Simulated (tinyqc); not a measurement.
What moves the zone average: special k points of the fcc lattice.

Lattice vectors in units of a: a1 = (0, 1/2, 1/2), a2 = (1/2, 0, 1/2), a3 = (1/2, 1/2, 0); reciprocal vectors b_i with a_i . b_j = 2 pi delta_ij. Mesh: k = sum_i f_i b_i with f_i = (2 j_i + shift)/(2 N), j_i = 0 .. N-1. The point group of the lattice has 48 operations; only those that map the mesh onto itself are used.

A_m(k) = sum over the m-th star of lattice vectors R of cos(k . R), stars in order of length: m = 1: |R|^2 = 0.5, 12 vectors, such as (1, 0, 0) in the basis a_i; m = 2: |R|^2 = 1, 6 vectors, such as (1, 1, -1) in the basis a_i; m = 3: |R|^2 = 1.5, 24 vectors, such as (2, 0, -1) in the basis a_i; m = 4: |R|^2 = 2, 12 vectors, such as (2, 0, 0) in the basis a_i; m = 5: |R|^2 = 2.5, 24 vectors, such as (2, 1, -1) in the basis a_i; m = 6: |R|^2 = 3, 8 vectors, such as (3, -1, -1) in the basis a_i. The zone mean of every A_m is zero.

Test function, the lower band of a two-band insulator: E(k) = -sqrt(D^2 + (e0 - t A_1(k))^2).

Parameters, chosen for this exercise (the lattice of Si, GaAs, Cu and Al; not measured data):
```
symbol  value  unit  meaning
D       2.92   eV    half gap term
t       0.46   eV    coupling
e0      3.24   eV    offset
N       4            points along each reciprocal vector
shift   1            half steps
```

Mean of E over the mesh, and its error against the unshifted mesh with N = 24.

One parameter was then changed.

Results before and after:
```
case     mean (eV)  error (meV)  irreducible points
base       -4.5545         0.13                  10
changed    -4.5546        -0.01                  19
```

Which of these changes was made? (a) shift = 0; (b) N = 5; (c) D = 2.044 eV; (d) t = 0.598 eV.
Answer: (b) N = 5. Of the candidates, run in turn, only this one gives the changed row.

All candidates:
```
case          mean (eV)  error (meV)  irreducible points
base            -4.5545         0.13                  10
N = 5           -4.5546        -0.01                  19
shift = 0       -4.5517         2.92                   8
D = 2.044 eV    -4.0144         0.50                  10
t = 0.598 eV    -4.7092         0.21                  10
```

Program tinyqc; command `OMP_NUM_THREADS=1 python tinyqc.py 1652365 1652366 out.jsonl`; about 0.2 s on one thread of a shared Intel(R) Xeon(R) Processor @ 2.30GHz.
